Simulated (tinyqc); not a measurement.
# Threshold of a short bulk MOSFET: charge sharing, barrier lowering, narrow width, step by step

Numbers from tinyqc (`OMP_NUM_THREADS=1 python tinyqc.py 2002117 2002118 out.jsonl`; about 0.01 s on one thread of a shared Intel Xeon 2.30GHz). Printed values are rounded.

n-channel device on a p-type body, depletion approximation, full ionisation. Uniform doping N = Na. Vbi from Boltzmann statistics is rough for the degenerate source. Cox = eps0 eox/tox.

Inputs (values chosen for the exercise); band and dielectric values close to those of silicon: temperature T = 300 K; band gap Eg = 1.14 eV; relative permittivity eps_r = 11.8; conduction-band density of states at T Nc = 2.77e19 cm^-3; valence-band density of states at T Nv = 2.66e19 cm^-3; relative permittivity of the gate insulator (close to silicon dioxide) eox = 3.9; insulator thickness tox = 2.6 nm; channel doping Na = 2.6e17 cm^-3; source and drain doping Nsd = 1e20 cm^-3; flat-band voltage for the doping Na Vfb = -0.83 V; junction depth xj = 73 nm; body-source voltage Vbs = 0 V; drain-source voltage Vds = 0.5 V; gate width W = 270 nm; shape factor of the fringing depletion at the width edges xw = 1.5708; channel length L = 160 nm.

Constants: q = 1.602176634e-19 C, kB = 1.380649e-23 J/K, Vt = kB T/q, eps0 = 8.8541878128e-14 F/cm where lengths are in cm. Results are converted to the units shown.

## Long-channel threshold and scales

ni = sqrt(Nc Nv) exp(-Eg/(2 Vt)), Eg in volts; 2 pB = 2 Vt ln(N/ni); flat band Vfb - Vt ln(N/Na); Wd = sqrt(2 eps0 eps_r (2 pB - Vbs)/(q N)); body term q N Wd/Cox; long-channel VT0 = flat band + 2 pB + body term; Vbi = Vt ln(N Nsd/ni^2); scale length l = sqrt((eps_r/eox) tox Wd).

N = 2.6e17 cm^-3
2 pB = 0.899667 V
flat band = -0.83 V
Wd = 67.1784 nm
body term = 0.210704 V
VT0 = 0.280371 V
Vbi = 1.05354 V
l = 22.9885 nm

## Short-channel and narrow-width shifts

Charge sharing (trapezoid; it ignores Vds): F = (xj/L)(sqrt(1 + 2 Wd/xj) - 1), lowering = body term times F. Barrier lowering: th = exp(-L/(2 l)) + 2 exp(-L/l), lowering = th [2 (Vbi - 2 pB) + Vds], DIBL = th. Narrow width: rise = body term times xw Wd/W. VT by each model = VT0 - lowering + rise.

F = 0.312704
lowering by charge sharing = 65.8881 mV
th = 0.0327054
lowering of the barrier = 26.4180 mV
DIBL = 32.7054 mV/V
narrow-width rise = 82.3493 mV
VT, charge sharing = 0.296832 V
VT, barrier lowering = 0.336303 V

L is 6.96 scale lengths. The charge-sharing lowering is 2.49 times the barrier lowering; the first falls off as 1/L and the second exponentially. Both describe the same loss of gate control, so they are alternatives and are not added.
